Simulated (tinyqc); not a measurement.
# Leakage currents through a thin dielectric, step by step

A worked calculation. Computed by tinyqc, a small Python program that keeps every step. Command: `OMP_NUM_THREADS=1 python tinyqc.py 3021920 3021921 out.jsonl leak walk`. One thread of a shared host (Intel(R) Xeon(R) Processor @ 2.30GHz), about 0.01 s of CPU time with the checks. Intermediate numbers are printed to about 7 digits and carried at full precision; extremes and crossings named in words are read from the listed rows.

Electrons leave an electrode with Fermi energy E_F above its band bottom; barriers are counted from the Fermi level, and both electrodes are alike.

Inputs (values chosen for the exercise, modelled on a low-k dielectric):
```
quantity                          value  unit
barrier height phi_B               2.37    eV
tunnelling mass m                  0.53   m_0
static permittivity k              2.64     -
optical permittivity k_o           2.02     -
trap depth phi_t                    1.2    eV
Poole-Frenkel prefactor sigma_0  0.0012  S/cm
thickness t                         1.4    nm
electrode Fermi energy E_F         0.13    eV
electrode mass m_e                  0.5   m_0
voltage V                          0.61     V
temperature T                       300     K
```

Stack: single layer.

Constants: m_0 = 9.1093837015e-31 kg; e = 1.602176634e-19 C; hbar = 1.054571817e-34 J s; k_B = 8.617333262e-05 eV/K; k_B = 1.380649e-23 J/K; eps_0 = 8.8541878128e-12 F/m; h = 6.62607015e-34 J s.

## Fields

Field F = V/t; equivalent oxide thickness 3.9 t/k.

field F = 4.357143 MV/cm

equivalent oxide thickness = 2.068182 nm

## Transmission at the Fermi level

WKB: a layer of mass m, field F and barrier b(x) = b_0 - e F x gives the exponent (4 sqrt(2 m)/(3 hbar e F)) [b_0^(3/2) - max(b_0 - e F t, 0)^(3/2)] for b_0 > 0; b_0 = barrier - (E - E_F); the transmission is D(E) = exp(-sum of exponents), without image force.

exponent of the dielectric = 14.99333

transmission D(E_F) = 3.079510e-07

At E_F the barrier of the dielectric is trapezoidal (direct tunnelling).

## Tunnel current

Tsu-Esaki: J = (e m_e k_B T/(2 pi^2 hbar^3)) int D(E) ln[(1 + exp((E_F - E)/k_B T))/(1 + exp((E_F - eV - E)/k_B T))] dE over the normal energy E (its change with the mass at an interface is neglected) from max(0, E_F - 3 eV) to E_F + largest barrier, by 100 Gauss-Legendre points in each part, split at E_F - 0.3 eV (if inside the range) and E_F + 8 k_B T. The mean energy weights E - E_F by the integrand.

tunnel current density = 18.26880 A/cm^2

mean energy of the current above E_F = -0.06970887 eV

The current flows close to or below E_F.

## Thermal currents

Schottky emission J = A T^2 exp(-(phi_B - sqrt(e^3 F/(4 pi k_o eps_0)))/k_B T), A = 4 pi e m k_B^2/h^3 with the tunnelling mass; Poole-Frenkel J = sigma_0 F exp(-(phi_t - sqrt(e^3 F/(pi k_o eps_0)))/k_B T); both use the field F of the dielectric.

Schottky lowering = 0.5573155 eV

Poole-Frenkel lowering = 1.114631 eV

Schottky current density = 2.025660e-24 A/cm^2

Poole-Frenkel current density = 192.4184 A/cm^2

The Poole-Frenkel lowering is twice the Schottky one, because the charge of a trap is fixed while an image charge moves with the electron.

## Which mechanism rules?

The formulas are those given above.

Current densities (A/cm^2):
```
V (V)  F (MV/cm)  tunnelling      Schottky  Poole-Frenkel
0.12    0.857143     7.13799  1.249248e-29   1.439668e-09
0.21    1.500000     8.95139  2.737868e-28   1.210119e-06
0.30    2.142857    10.49172  3.234957e-27   2.413470e-04
0.43    3.071429    13.19528  6.379212e-26   1.345198e-01
0.52    3.714286    15.50740  3.875634e-25   6.004439e+00
0.61    4.357143    18.26880  2.025660e-24   1.924184e+02
```

The largest current is tunnelling from 0.120 to 0.520, Poole-Frenkel at 0.610 V. Over the table tunnelling grows by 0.4 decades, Schottky by 5.2 and Poole-Frenkel by 11.1. A plot of ln(J/F) against sqrt(F) for the Poole-Frenkel column has the slope 20.66 per sqrt(MV/cm), from which k_o follows; reading it as Schottky emission would give about k_o/4.

Checks made by the program: energy integral against adaptive quadrature (relative difference below 1e-10).
